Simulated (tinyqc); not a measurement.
Reflectance at normal incidence against thickness.

Normal incidence on air, film (n1) and substrate (N2 = n2 - i k2): r01 = (1 - n1)/(1 + n1), r12 = (n1 - N2)/(n1 + N2), amplitude (r01 + r12 X)/(1 + r01 r12 X), X = exp(-4 pi i n1 d/lam), R its squared modulus, phase from 0 to 360 degrees.

Inputs (values chosen for the exercise):
- lam = 632.8 nm (wavelength)
- n1 = 1.45 (index of the transparent film)
- n2 = 3.882 (index of the substrate)
- k2 = 0.019 (extinction coefficient of the substrate)

Result of one run:
```
d (nm)  R (%)  phase of the reflected amplitude (degrees)
55      23.79                                       115.9
```

What becomes of these results when the film thickness d is changed from 55 to 165 nm, all else the same?

Result of the changed run:
```
d (nm)  R (%)  phase of the reflected amplitude (degrees)
165     24.55                                       241.2
```

The whole series:
```
d (nm)  R (%)  phase of the reflected amplitude (degrees)
0       34.85                                       179.8
28      31.83                                       149.7
55      23.79                                       115.9
82      13.77                                       69.64
110     8.851                                       357.0
138     14.47                                       286.1
165     24.55                                       241.2
192     32.25                                       207.9
220     34.84                                       178.0
```

R goes from 34.9 through a minimum of 8.85 (at d = 110 nm among the rows listed) to 34.8 %. At a quarter wave, d = 109 nm, R = 8.84 %; for a transparent substrate it would vanish for n1 = sqrt(n2) = 1.97.

Computed by the program tinyqc: `OMP_NUM_THREADS=1 python tinyqc.py 2870216 2870217 out.jsonl`, one thread of a shared Intel Xeon 2.30GHz, about 0.4 s for the whole run.
